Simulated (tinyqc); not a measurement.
Length of a polyene: Hueckel, PPP and singles CI along the polyenes. Computed by the program tinyqc. Hueckel uses the same beta without repulsion; CIS keeps all single excitations and so misses the low, doubly excited 2Ag state. W is the valence ionisation energy of a centre, MN the Mataga-Nishimoto formula, f the oscillator strength.

All-trans chains of carbon centres 1.40 angstrom apart:

| parameter | value |
|---|---|
| beta (eV), times 1 +/- alternation | -2.660000 |
| alternation | 0.120000 |
| W (eV) | 11.160000 |
| gamma_rr (eV) | 10.840000 |
| repulsion formula | MN |

Gaps and excitations (eV):

| centres | Hueckel gap | PPP orbital gap | bright singlet (CIS) | f | lowest triplet (CIS) |
|---|---|---|---|---|---|
| 2 | 5.958 | 11.236 | 8.740 | 0.749 | 3.177 |
| 4 | 4.061 | 8.832 | 6.279 | 1.121 | 2.268 |
| 6 | 3.193 | 7.653 | 5.171 | 1.540 | 1.858 |
| 10 | 2.394 | 6.521 | 4.131 | 2.294 | 1.508 |
| 12 | 2.181 | 6.217 | 3.856 | 2.644 | 1.424 |

Estimate the missing row, centres = 8.

Computed row:
```
centres  Hueckel gap  PPP orbital gap  bright singlet (CIS)      f  lowest triplet (CIS)
8              2.704            6.964                 4.536  1.928                 1.639
```

The Hueckel gap tends to 4 x alternation x |beta| = 1.28 eV for long chains. Exchange opens the PPP orbital gap, and the attraction of electron and hole brings the bright state 2.36 eV below it at 12 centres; the triplet lies 2.43 eV lower still.
